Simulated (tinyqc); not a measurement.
# On-chip interconnect, size-dependent resistivity and RC delay, step by step

tinyqc, about 0.01 s, one thread, Intel Xeon 2.30GHz (shared host): `OMP_NUM_THREADS=1 python tinyqc.py 2100063 2100064 out.jsonl` Printed values are rounded.

A rectangular line between two neighbours and two ground planes. Surface and grain-boundary scattering are added to the bulk resistivity as corrections; capacitances are parallel-plate values without fringing; inductance is ignored.

Inputs (values chosen for the exercise); metal values close to those of copper:
```
symbol,value,unit,meaning
rho0,1.71,uohm cm,bulk resistivity
lam,40.2,nm,bulk mean free path
ps,0.3,,specular share of surface scattering
Rg,0.18,,reflection coefficient of grain boundaries
gr,1,,grain size over the metal width
wd,58,nm,drawn line width
AR,1.4,,"aspect ratio, height over width"
tl,2,nm,"liner on both walls and the bottom, not conducting"
sp,58,nm,space to the neighbouring lines
hd,76,nm,dielectric height to the planes above and below
ek,3.9,,relative permittivity of the dielectric
Mf,1,,Miller factor of the neighbours
Lw,9.8,um,line length
Rd,1300,ohm,driver resistance
Cl,0.12,fF,load capacitance
dt,0.74,ps,time step
```

Constants: eps0 = 8.8541878128e-12 F/m. Results are converted to the units shown.

## Resistivity, resistance and capacitance per length

Metal width x = wd - 2 tl, height y = AR wd - tl; grain boundaries (Mayadas-Shatzkes): al = (lam/(gr x)) Rg/(1 - Rg), g = 1/[1 - 3 al/2 + 3 al^2 - 3 al^3 ln(1 + 1/al)] - 1; surfaces (Fuchs-Sondheimer, thick limit): s = (3/8) lam (1 - ps)(1/x + 1/y); rho = rho0 (1 + g + s); r = rho/(x y); c = eps0 ek (2 wd/hd + 2 Mf AR wd/sp).

x = 54 nm
y = 79.2 nm
al = 0.163415
g = 0.235644
s = 0.328655
rho = 2.67495 uohm cm
r = 6.25456 ohm/um
c = 0.149393 fF/um

rho is 1.56 times the bulk value; surfaces add more (0.329 against 0.236). The liner takes 9.19 % of the cross-section.

## Ladder and Elmore delays

6 equal pi sections: series Rs = r Lw/6; node capacitances c Lw/6, halved at nodes 0 and 6, with Cl added to node 6; Rd feeds node 0. Elmore delay of node k: the sum, over the resistors on the path to k, of resistance times all capacitance downstream of it.

Rs = 10.2158 ohm

```
node    C (fF)  Elmore delay (ps)
0     0.122005            2.05927
1     0.244009            2.07421
2     0.244009            2.08665
3     0.244009            2.09660
4     0.244009            2.10406
5     0.244009            2.10903
6     0.242005            2.11150
```

The far-end value equals Rd (c Lw + Cl) + r Lw (c Lw/2 + Cl) for any number of pi sections; the line resistance contributes 2.47 % of it.

## Step 1: node voltages after a time step

v at t = 0, node 0 to 6 (V): 0  0  0  0  0  0  0

A 1 V step is applied behind Rd at t = 0. C dv/dt = -G v + b, with G the conductance matrix of the ladder (1/Rs between neighbours, 1/Rd added at node 0) and b = (1 V/Rd, 0, ...). Trapezoidal step: (C/dt + G/2) v(new) = (C/dt - G/2) v + b.

v at t = 1 dt, node 0 to 6 (V): 0.328105  0.316072  0.306168  0.298328  0.292497  0.288636  0.286720

## Step 2: node voltages after a time step

As before.

v at t = 2 dt, node 0 to 6 (V): 0.503137  0.506575  0.509167  0.511064  0.512385  0.513216  0.513616

## Course in time

A 1 V step is applied behind Rd at t = 0. C dv/dt = -G v + b, with G the conductance matrix of the ladder (1/Rs between neighbours, 1/Rd added at node 0) and b = (1 V/Rd, 0, ...). Trapezoidal step: (C/dt + G/2) v(new) = (C/dt - G/2) v + b. The last column solves the same ladder exactly by its modes.

Voltages (V):
```
t (ps)  node 0  node 3  node 6  node 6, exact
0.7400  0.3281  0.2983  0.2867         0.2918
1.480   0.5031  0.5111  0.5136         0.5026
2.220   0.6781  0.6558  0.6478         0.6507
2.960   0.7500  0.7613  0.7647         0.7547
3.700   0.8489  0.8308  0.8250         0.8277
4.440   0.8713  0.8838  0.8872         0.8790
5.180   0.9321  0.9165  0.9121         0.9150
5.920   0.9311  0.9438  0.9469         0.9403
6.660   0.9725  0.9584  0.9550         0.9581
7.400   0.9608  0.9732  0.9758         0.9706
8.140   0.9918  0.9790  0.9763         0.9793
8.880   0.9756  0.9876  0.9897         0.9855
```

The far end of the ladder reaches 0.5 V at 1.469 ps, 0.696 of its Elmore delay (ln 2 = 0.693 for a single pole); the slowest mode has a time constant of 2.094 ps. The largest error of the trapezoidal steps at that node is 11 mV. Node 0 swings up and down from step to step: the trapezoidal rule does not damp modes much faster than dt, so these swings are numerical.
